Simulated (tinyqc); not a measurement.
Via and link resistance from two via chains.

Inverse problem. A chain of 5000 vias joined by 5000 metal links has R = 5000 (Rv + Rlink), with Rlink proportional to the link length. Find Rv, Rlink for length L, and the value of Rv that the short chain would give if the links were ignored.

resistance of chains of 5000 links with link lengths L and 3 L (ohm): 1.625e5  1.775e5

Answer. R per link is a straight line in the link length; its intercept at zero length is Rv.

Rv = 31.00 ohm
Rlink = 1.500 ohm
Rv without correction = 32.50 ohm

Numbers from tinyqc (`OMP_NUM_THREADS=1 python tinyqc.py 2750157 2750158 out.jsonl`; about 0.01 s on one thread of a shared Intel Xeon 2.30GHz).
